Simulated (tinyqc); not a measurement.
# Worked calculation: resonant-tunnelling diode, transfer matrices and Tsu-Esaki current

tinyqc, about 0.2 s, one thread, Intel Xeon 2.30GHz (shared host): `OMP_NUM_THREADS=1 python tinyqc.py 2600115 2600116 out.jsonl` Printed values are rounded.

Emitter (band edge 0), barrier d1, well Lw, barrier d2, spacer ds, collector (edge -V). The bias drops linearly over these layers and none in the contacts; each layer is cut into ns equal slices, flat at the value of their centres. E is the energy of motion across the layers, C = hbar^2/(2 m0), psi and psi'/m are continuous. Transport is coherent, T(E) is taken as independent of the transverse momentum, and charge in the well is ignored.

Parameters, values chosen for the exercise; masses and offsets of a made-up heterostructure: temperature T = 300 K; mass in the well, spacer and contacts mw = 0.26 m0; barrier height U1 = 1 eV; barrier mass m1 = 0.51 m0; emitter barrier d1 = 0.8 nm; well width Lw = 1.8 nm; collector barrier d2 = 0.8 nm; slices in each layer ns = 1; undoped spacer after the collector barrier ds = 3.9 nm; Fermi energy of both contacts above their band edges Ef = 0.061 eV; bias of the collector V = 0.39 V; trial energy E = 0.08364 eV.

Constants: q = 1.602176634e-19 C, kB = 1.380649e-23 J/K, hbar = 1.054571817e-34 J s, m0 = 9.1093837015e-31 kg, Vt = kB T/q, hbar^2/(2 m0) = 0.0380998212 eV nm^2. Results are converted to the units shown.

## Slices under bias

U = edge of the layer - V x/Lt at the centre x of each slice, Lt the summed thickness.

```
slice	U (eV)	m (m0)	width (nm)
0	0.9786301	0.51	0.8
1	-0.0908219	0.26	1.8
2	0.8397260	0.51	0.8
3	-0.2858219	0.26	3.9
```

## Running product of the slice matrices at the trial energy

For the pair (psi, psi'/m) a flat layer has M = [[cos kd, (m/k) sin kd], [-(k/m) sin kd, cos kd]] with k = sqrt(m (E - U)/C) above its edge U, and M = [[cosh Kd, (m/K) sinh Kd], [(K/m) sinh Kd, cosh Kd]] with K = sqrt(m (U - E)/C) below it. Later slices stand to the left. With M acting on (psi, psi'/m) and v = k/m in each lead, T(E) = 4 vL vR/[(vL vR M12 - M21)^2 + (vR M11 + vL M22)^2]. vL = sqrt(mw E/C)/mw, vR = sqrt(mw (E + V)/C)/mw.

Product after each layer:
```
	M11	M12 (nm)	M21 (1/nm)	M22
barrier d1	8.002693	1.169920	53.88667	8.002693
well	8.793925	1.313094	-51.66925	-7.601450
barrier d2	3.924972	0.7015150	16.12484	3.136792
spacer	3.670101	0.6521886	18.22660	3.511397
```

T(E) = 0.06219391

## Transmission at three energies near the peak

three energies (eV): 0.086306  0.087086  0.087866

The same product at each energy.

T(E) at these energies: 0.5434100  0.8545980  0.5022336

## Breit-Wigner parameters from a parabola through 1/T(E)

Near a resonance 1/T(E) = (1/Tp) [1 + (2 (E - Er)/G)^2]. With y = 1/T(E) at E0 - h, E0, E0 + h: a = (y1 + y3 - 2 y2)/(2 h^2), b = (y3 - y1)/(2 h), Er = E0 - b/(2 a), 1/Tp = y2 - b^2/(4 a), G = 2 sqrt(1/(Tp a)), tau = hbar/G.

Er = 0.08704654 eV
Tp = 0.8559940
G = 1.952798 meV
tau = 337.0609 fs

The true maximum of T(E) lies at 0.087042 eV with height 0.8563 and full width 1.951 meV; the fitted G is 0.10 % above that width.

## Current from the resonance alone

J = J0 times the integral over E > 0 of T(E) N(E), N = ln[(1 + exp((Ef - E)/Vt))/(1 + exp((Ef - V - E)/Vt))], J0 = q^2 mw m0 kB T/(2 pi^2 hbar^3) (times 1e-4 for A/cm^2 per eV). For a sharp resonance J = J0 (pi G/2) Tp N(Er), with Er the peak energy, Tp the peak transmission and G the full width at half maximum (in eV). The three values given are estimates from a parabola through three points of 1/T(E).

J0 = 1.087751e8 A/(cm^2 eV)
N(Er) = 0.3112433
J = 88.89504 kA/cm^2

The full integral over T(E) gives 88.31 kA/cm^2; the value above is 0.66 % above it. With the exact position, height and width of the peak (Er = 0.087042 eV, Tp = 0.8563, G = 1.951 meV) the formula is 0.61 % above it.
